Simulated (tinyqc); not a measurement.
Worked calculation: defect-molecule model of a vacancy with Jahn-Teller distortion. Values are carried at full precision from step to step, so a last printed digit may differ when a step is redone from the rounded ones.

Four dangling hybrids a, b, c, d point into the vacancy: H_ii = E0, and -gm between any two. A tetragonal distortion Q pairs a with b and c with d: those two couplings become -gm - I Q and the other four -gm + I Q/2, at an elastic cost k Q^2/2. The a1 level holds two electrons; charge states 2+, + and 0 put n = 0, 1, 2 more into the lowest level of t2 origin. Energy from the 2+ state at Q = 0, with the Fermi level mu counted from Ev: W_n(Q) = n (et - 2 I Q) + k Q^2/2 + Uc n (n - 1)/2 - n mu. et = E0 + gm is the undistorted t2 level.

Values chosen for the exercise (of the size used for the vacancy in silicon; the results hold for these values, not for the real material):

| symbol | value | unit | meaning |
|---|---|---|---|
| E0 | -0.09 | eV | level of a dangling hybrid, from Ev |
| gm | 0.39 | eV | coupling between two dangling hybrids |
| I | 0.93 | eV/angstrom | Jahn-Teller coupling |
| k | 13.4 | eV/angstrom^2 | force constant of the mode |
| Uc | 0.21 | eV | repulsion of two electrons in one orbital |
| Q | 0.12 | angstrom | a trial distortion |

## The molecule at a trial distortion

Fill in H at Q.

H (eV), lower triangle:
```
         a        b        c        d
a  -0.0900
b  -0.5016  -0.0900
c  -0.3342  -0.3342  -0.0900
d  -0.3342  -0.3342  -0.5016  -0.0900
```

## One-electron levels

Diagonalise. By symmetry: a + b + c + d at E0 - 3 gm, a + b - c - d at E0 + gm - 2 I Q, and the pair a - b, c - d at E0 + gm + I Q.

levels (eV): -1.2600  0.0768  0.4116  0.4116

The t2 triplet has split by 3 I Q = 0.3348 eV, and its centre has stayed.

## Relaxed charge states

Minimise W_n over Q: Q_n = 2 n I/k, gain n^2 E_JT with E_JT = 2 I^2/k. W_n at mu = 0 is n et - n^2 E_JT + Uc n (n - 1)/2.

E_JT = 0.1291 eV

States:

| n | charge | Q_n (angstrom) | gain (eV) | W_n (eV) |
|---|---|---|---|---|
| 0 | 2+ | 0.0000 | 0.0000 | 0.0000 |
| 1 | + | 0.1388 | 0.1291 | 0.1709 |
| 2 | 0 | 0.2776 | 0.5164 | 0.2936 |

## Transition levels and the effective U

From the energies W_n of the relaxed states with n = 0, 1, 2 electrons: E(2+/+) = W1 - W0, E(+/0) = W2 - W1, U_eff = E(+/0) - E(2+/+), E(2+/0) = (W2 - W0)/2.

levels above Ev (eV): (2+/+) 0.1709, (+/0) 0.1227, (2+/0) 0.1468

U_eff = -0.0482 eV

U_eff < 0: the second electron is bound more strongly than the first, the + state is never the lowest, and the charge changes by two at 0.1468 eV.

## Vertical against thermal levels

At fixed Q the level for adding the first electron is et - 2 I Q. Capture into 2+ at Q0 = 0 costs et; removal from + at Q1 = 2 I/k takes place at et - 2 E_JT, E_JT = 2 I^2/k; the thermal level lies between, and the Franck-Condon shift is E_JT on each side. et = E0 + gm.

levels (eV): vertical at Q0 0.3000, thermal 0.1709, vertical at Q1 0.0418

Stokes shift = 0.2582 eV

## Checks

- W2 from the formula against a numerical minimum over Q with the level from H(Q): both 0.29364.

Run: tinyqc, `OMP_NUM_THREADS=1 python tinyqc.py 1451106 1451107 out.jsonl`; Intel(R) Xeon(R) Processor @ 2.30GHz, one thread, shared host; about 0.01 s of CPU time with all checks.
